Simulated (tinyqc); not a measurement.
## Thermal resistances of a two-die stack

Question. Heat leaves through the lower die only, and the system is linear. Find the resistance R1 from the lower die to the coolant, R2 between the dies, and the rise of the upper die when both are powered.

Parameters, values chosen for the exercise:
```
symbol  value  unit                 meaning
P1         36     W  power of the lower die
P2        6.7     W  power of the upper die
```

rises of the lower and upper die with only the lower one powered (K): [22.68, 22.68]
rises of the lower and upper die with only the upper one powered (K): [4.221, 5.963]

Solution. With only the lower die powered no heat crosses R2, so both dies rise by P1 R1; the difference in the second test is P2 R2; rises add.

R1 = 0.630 K/W
R2 = 0.260 K/W
rise of the upper die = 28.6 K

Program tinyqc, `OMP_NUM_THREADS=1 python tinyqc.py 2162049 2162050 out.jsonl`; Intel Xeon 2.30GHz, shared host, one thread, about 0.02 s.
